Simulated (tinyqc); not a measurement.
Punch-through p+-n junction, ionisation integral and breakdown: one step of the calculation.

A p+ layer at x < 0 and an n drift layer from x = 0 to L on an n+ substrate. Depletion approximation, built-in voltage neglected. Local ionisation coefficients alpha_n = an exp(-(bn/E)^mx), alpha_p = ap exp(-(bp/E)^mx). Electrons move towards +x, holes towards x = 0.

Problem. Field and ionisation coefficients on a grid. W = sqrt(2 eps0 eps_r V/(q N)), peak field E0 = q N W/(eps0 eps_r), falling linearly to 0 at W; if W > L the layer is punched through: W = L, E0 = V/L + q N L/(2 eps0 eps_r), falling linearly to E1 = V/L - q N L/(2 eps0 eps_r). Grid: 12 equal steps from 0 to fr W.

Values chosen for this exercise; material values close to those of germanium: relative permittivity eps_r = 16; prefactor of the electron ionisation coefficient an = 1.56e7 1/cm; field constant for electrons bn = 1.63e6 V/cm; prefactor of the hole ionisation coefficient ap = 9.41e6 1/cm; field constant for holes bp = 1.2e6 V/cm; exponent mx = 1; donor density of the drift layer N = 5.1e16 cm^-3; thickness of the drift layer L = 0.18 um; reverse voltage V = 3.48 V; share of the depleted width that the grid covers fr = 1.

Constants: q = 1.602176634e-19 C, eps0 = 8.8541878128e-14 F/cm where lengths are in cm. Results are converted to the units shown.

Wanted: W; x; E; alpha_n; alpha_p.

Solution.

W = 0.1800 um

```
point	x (um)	E (kV/cm)	alpha_n (1/cm)	alpha_p (1/cm)
0	0.0000	245.2	2.026e4	7.056e4
1	0.0150	236.6	1.589e4	5.900e4
2	0.0300	227.9	1.223e4	4.867e4
3	0.0450	219.3	9225	3.954e4
4	0.0600	210.6	6798	3.158e4
5	0.0750	202.0	4880	2.474e4
6	0.0900	193.3	3401	1.897e4
7	0.1050	184.7	2291	1.418e4
8	0.1200	176.0	1485	1.030e4
9	0.1350	167.4	920.0	7244
10	0.1500	158.7	541.1	4901
11	0.1650	150.1	299.3	3169
12	0.1800	141.4	154.0	1943
```

Range of the model: Breakdown comes at under 16 V, so the built-in voltage left out is a few per cent of it or more. The depleted width at breakdown is under 0.5 um, where dead space and tunnelling make the local model unreliable.

tinyqc, about 0.04 s, one thread, Intel Xeon 2.30GHz (shared host): `OMP_NUM_THREADS=1 python tinyqc.py 2120125 2120126 out.jsonl`
